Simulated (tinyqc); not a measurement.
Thermal, flicker and telegraph noise of a field-effect transistor. Inputs raised by 10 %, one at a time. Computed by tinyqc, a small Python program. Command: `OMP_NUM_THREADS=1 python tinyqc.py 3024063 3024064 out.jsonl noise sens`. One thread of a shared host (Intel(R) Xeon(R) Processor @ 2.30GHz), about 0.01 s of CPU time with the checks.

Strong inversion, threshold roll-off and channel-length modulation left out; noise sources are uncorrelated and are given as one-sided spectral densities. The drain voltage is 50 mV.

Inputs (values chosen for the exercise, modelled on a high-k silicon transistor):

| quantity | value | unit |
|---|---|---|
| width W | 160 | micrometre |
| length L | 1800 | nm |
| electrical oxide thickness t | 3.8 | nm |
| mobility mu | 110 | cm^2/(V s) |
| overdrive V_ov | 0.49 | V |
| oxide trap density N_t | 3.9e+18 | 1/(eV cm^3) |
| oxide barrier phi | 2 | eV |
| oxide mass m_ox | 0.4 | m_0 |
| Hooge parameter alpha_H | 1.2e-05 | - |
| frequency f | 10000 | Hz |
| temperature T | 300 | K |

Operating region: linear. Flicker model: Hooge.

Constants: eps_0 = 8.8541878128e-12 F/m; hbar = 1.054571817e-34 J s; m_0 = 9.1093837015e-31 kg; e = 1.602176634e-19 C; k_B = 8.617333262e-05 eV/K; k_B = 1.380649e-23 J/K.

Method:
- C_ox = 3.9 eps_0/t; I = mu C_ox (W/L) V_ov V_D; g_m = I/V_ov; g_d0 = I/V_D.
- Tunnelling length lambda = hbar/(2 sqrt(2 m_ox phi)); flat-band noise S_Vfb = e^2 k_B T lambda N_t/(W L C_ox^2 f). Hooge: S_I = I^2 alpha_H/(f N), N = W L C_ox V_ov/e (the source-end density).
- Thermal: S_I = 4 k_B T g_d0; input-referred S_V = S_I/g_m^2; corner f_c where flicker equals thermal.
- Total input noise from 1 Hz to f_c: sqrt(S_V,thermal [f_c ln(f_c/1 Hz) + f_c - 1 Hz]).

Runs:

| input moved | from | to | corner frequency f_c (Hz) | input-referred thermal noise (nV/sqrt(Hz)) | flicker S_I/I^2 (1/Hz) | input noise up to f_c (microvolt) |
|---|---|---|---|---|---|---|
| base run | - | - | 985 | 19.12 | 1.499e-16 | 1.685 |
| width W (micrometre) | 160 | 176 | 985 | 18.23 | 1.363e-16 | 1.607 |
| electrical oxide thickness t (nm) | 3.8 | 4.18 | 985 | 20.05 | 1.649e-16 | 1.768 |
| overdrive V_ov (V) | 0.49 | 0.539 | 985 | 20.05 | 1.363e-16 | 1.768 |
| oxide trap density N_t (1/(eV cm^3)) | 3.9e+18 | 4.29e+18 | 985 | 19.12 | 1.499e-16 | 1.685 |
| Hooge parameter alpha_H | 1.2e-05 | 1.32e-05 | 1083 | 19.12 | 1.649e-16 | 1.778 |
| temperature T (K) | 300 | 330 | 895 | 20.05 | 1.499e-16 | 1.675 |
| oxide barrier phi (eV) | 2 | 2.2 | 985 | 19.12 | 1.499e-16 | 1.685 |

Exponents ln(y'/y) / ln(x'/x):

| input | corner frequency f_c | input-referred thermal noise | flicker S_I/I^2 | input noise up to f_c |
|---|---|---|---|---|
| width W | 0 | -0.5 | -1 | -0.500 |
| electrical oxide thickness t | 0 | 0.5 | 1 | 0.500 |
| overdrive V_ov | 0 | 0.5 | -1 | 0.500 |
| oxide trap density N_t | 0 | 0.0 | 0 | 0.000 |
| Hooge parameter alpha_H | 1 | 0.0 | 1 | 0.563 |
| temperature T | -1 | 0.5 | 0 | -0.064 |
| oxide barrier phi | 0 | 0.0 | 0 | 0.000 |

Among the inputs moved here: corner frequency f_c answers most in size to temperature T (exponent -1.000), and about equally to Hooge parameter alpha_H (+1.000); its exponent is below 0.0005 for width W, electrical oxide thickness t, overdrive V_ov, oxide trap density N_t, oxide barrier phi. Its exponent 0.000 in width W: both noises scale as 1/W at the input. Input-referred thermal noise answers most in size to width W (exponent -0.500), and about equally to electrical oxide thickness t (+0.500), overdrive V_ov (+0.500), temperature T (+0.500); its exponent is below 0.0005 for oxide trap density N_t, Hooge parameter alpha_H, oxide barrier phi. Its exponent -0.500 in width W: parallel devices average. Flicker S_I/I^2 answers most in size to width W (exponent -1.000), and about equally to electrical oxide thickness t (+1.000), overdrive V_ov (-1.000), Hooge parameter alpha_H (+1.000); its exponent is below 0.0005 for oxide trap density N_t, temperature T, oxide barrier phi. Input noise up to f_c answers most in size to Hooge parameter alpha_H (exponent +0.563), next to width W (-0.500); its exponent is below 0.0005 for oxide trap density N_t, oxide barrier phi.
